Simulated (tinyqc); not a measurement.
Interface traps from C-V curves, high-low and Terman methods: two steps of the calculation.

MOS capacitor on an n-type substrate; psi is the band bending, negative in depletion; only majority carriers are counted. At the bending psi the Fermi level lies y = xi - psi below the conduction edge at the surface, xi = Vt ln(Nc/Nd). Dit(y) = D0 + D1 exp(-y/E1); traps fill up to the Fermi level, follow the bias and a slow signal, and do not follow a fast one. V is the gate voltage from flat band.

Values chosen for this exercise; band and dielectric values close to those of gallium nitride: temperature T = 200 K; relative permittivity eps_r = 9.38; conduction-band density of states at T Nc = 1.23e18 cm^-3; donor density Nd = 1.9e16 cm^-3; equivalent oxide thickness EOT = 5.5 nm; trap density far from the band edge D0 = 2.7e12 cm^-2 eV^-1; band-tail density at the conduction edge D1 = 7.6e13 cm^-2 eV^-1; decay energy of the tail E1 = 0.19 eV; points n = 9; deepest band bending pa = -0.9 V; shallowest band bending pb = -0.026 V.

Constants: q = 1.602176634e-19 C, kB = 1.380649e-23 J/K, Vt = kB T/q, eps0 = 8.8541878128e-14 F/cm where lengths are in cm. Results are converted to the units shown.

Task 1. The curves. Cox = 3.9 eps0/EOT, LD = sqrt(eps0 eps_r Vt/(q Nd)), u = psi/Vt, Cd = (eps0 eps_r/(sqrt(2) LD)) |exp(u) - 1|/sqrt(exp(u) - u - 1). Ideal V0 = psi - sqrt(2) (eps0 eps_r Vt/LD) sqrt(exp(u) - u - 1)/Cox for psi < 0; the traps add dV = (q/Cox) times the integral of Dit from 0 to psi = (q/Cox) [D0 psi + D1 E1 exp(-xi/E1) (exp(psi/E1) - 1)]. 1/C_HF = 1/Cox + 1/Cd, 1/C_LF = 1/Cox + 1/(Cd + q Dit). Take n equally spaced psi from pa to pb.

Wanted: psi; y; Dit; V0; V; C_HF; C_LF; Cox.

Result 1.

| point | psi (V) | y (eV) | Dit (cm^-2 eV^-1) | V0 (V) | V (V) | C_HF (nF/cm^2) | C_LF (nF/cm^2) |
|---|---|---|---|---|---|---|---|
| 0 | -0.90000 | 0.97187 | 3.1564e12 | -1.0064 | -4.1287 | 35.691 | 291.33 |
| 1 | -0.79075 | 0.86262 | 3.5111e12 | -0.8904 | -3.9202 | 37.980 | 307.58 |
| 2 | -0.68150 | 0.75337 | 4.1414e12 | -0.7738 | -3.6978 | 40.790 | 332.57 |
| 3 | -0.57225 | 0.64412 | 5.2615e12 | -0.6566 | -3.4510 | 44.353 | 368.26 |
| 4 | -0.46300 | 0.53487 | 7.2522e12 | -0.5386 | -3.1612 | 49.089 | 413.96 |
| 5 | -0.35375 | 0.42562 | 1.0790e13 | -0.4195 | -2.7952 | 55.839 | 464.81 |
| 6 | -0.24450 | 0.31637 | 1.7077e13 | -0.2985 | -2.2942 | 66.662 | 513.20 |
| 7 | -0.13525 | 0.20712 | 2.8249e13 | -0.1742 | -1.5529 | 88.818 | 552.86 |
| 8 | -0.02600 | 0.09787 | 4.8104e13 | -0.0387 | -0.3795 | 177.21 | 581.91 |

Cox = 627.84 nF/cm^2

At the deepest bending the traps stretch the gate voltage from -1.01 to -4.13 V.

Task 2. Terman extraction. psi at each point follows from C_HF and the ideal curve. Dit = (Cox/q) d(V - V0)/dpsi by central differences over the two neighbours.

| point | psi (V) | V0 (V) | V (V) |
|---|---|---|---|
| 0 | -0.90000000 | -1.0064130 | -4.1286826 |
| 1 | -0.79075000 | -0.8903608 | -3.9201596 |
| 2 | -0.68150000 | -0.7738088 | -3.6977724 |
| 3 | -0.57225000 | -0.6566271 | -3.4510058 |
| 4 | -0.46300000 | -0.5386180 | -3.1612049 |
| 5 | -0.35375000 | -0.4194514 | -2.7952397 |
| 6 | -0.24450000 | -0.2984932 | -2.2941858 |
| 7 | -0.13525000 | -0.1741593 | -1.5528701 |
| 8 | -0.02600000 | -0.0387022 | -0.3794533 |

Cox = 627.84241 nF/cm^2

Wanted: Dit by Terman.

Result 2.

| point | Dit by Terman (cm^-2 eV^-1) |
|---|---|
| 1 | 3.5565e12 |
| 2 | 4.2221e12 |
| 3 | 5.4050e12 |
| 4 | 7.5072e12 |
| 5 | 1.1243e13 |
| 6 | 1.7882e13 |
| 7 | 2.9681e13 |

The differences overstate the curved tail; the largest error is 5.1 %, at point 7.

Numbers from tinyqc (`OMP_NUM_THREADS=1 python tinyqc.py 2030103 2030104 out.jsonl`; about 0.01 s on one thread of a shared Intel Xeon 2.30GHz).
